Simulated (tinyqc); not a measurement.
# Mobility and doping from two currents

Inverse problem. A trap-free film with injecting contacts is fitted, with diffusion neglected, by J = q mu N V/Lf + (9/8) eps0 eps_r mu V^2/Lf^3. Find mu, N and the voltage at which both terms are equal.

Values chosen for this exercise:
- eps_r = 9.48 (relative permittivity)
- Lf = 700 nm (film thickness)

Constants: q = 1.602176634e-19 C, eps0 = 8.8541878128e-14 F/cm where lengths are in cm. Results are converted to the units shown.

J at 3.2 and 8 V (A/cm^2): [74.516457, 246.55009]

Answer. J/V is a straight line in V: the slope gives mu and the intercept mu N.

mu = 0.5700 cm^2/(V s)
N = 1.400e16 cm^-3
crossover voltage = 11.64 V

tinyqc, about 0.07 s, one thread, Intel Xeon 2.30GHz (shared host): `OMP_NUM_THREADS=1 python tinyqc.py 2730121 2730122 out.jsonl`
